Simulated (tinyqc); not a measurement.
How far the fits carry: temperature and isotope dependence of a band gap in oscillator models.

E(T) = E0 - sum_i sl_i th_i n_i(T), n = 1/(exp(th/T) - 1). The same coupling lowers the gap at 0 K by the zero-point term ZP = sum_i sl_i th_i/2, so the gap of the static lattice is E0 + ZP. Thermal expansion is taken as part of the slopes.

Two-parameter forms are made to pass through the falls at the two temperatures T12: Varshni aV T^2/(T + bV), from the line T^2/fall = (T + bV)/aV; one oscillator s1 t1/(exp(t1/T) - 1), with t1 from the ratio of the falls.

Values chosen for the exercise (near those of Ge; the results hold for these values, not for the real material): E0 = 0.747 eV (gap at 0 K); th = (105, 329) K (temperatures of two oscillators); sl = (0.1474, 0.2406) meV/K (their high-temperature slopes); T12 = (120, 230) K (temperatures of the fits).

Falls of the gap from E0, and errors of the two fits against the model.

Results:
```
T (K)  fall (meV)  Varshni - model (meV)  one oscillator - model (meV)  fall/ZP
20           0.08                   0.46                         -0.08    0.002
50           2.27                   0.96                         -0.99    0.048
100         11.39                   0.45                         -0.34    0.241
200         41.35                  -0.65                          0.24    0.874
300         76.63                   3.62                         -0.96    1.619
400        113.59                  13.36                         -2.88    2.401
600        189.31                  44.77                         -7.49    4.001
800        265.96                  86.56                        -12.53    5.621
```

What can be read from this table?

Below the first fit point the largest errors are +0.96 meV (Varshni, 50 K, on a fall of 2.27 meV) and -0.99 meV (one oscillator, 50 K); a T^2 law cannot freeze out; a single oscillator misses the soft modes. At 800 K, beyond the second fit point, they are +86.6 and -12.5 meV, so the oscillator extrapolates better here. The thermal fall equals ZP between 200 and 300 K.

tinyqc: `OMP_NUM_THREADS=1 python tinyqc.py 1850937 1850938 out.jsonl`; about 0.01 s, one thread, shared Intel(R) Xeon(R) Processor @ 2.30GHz.
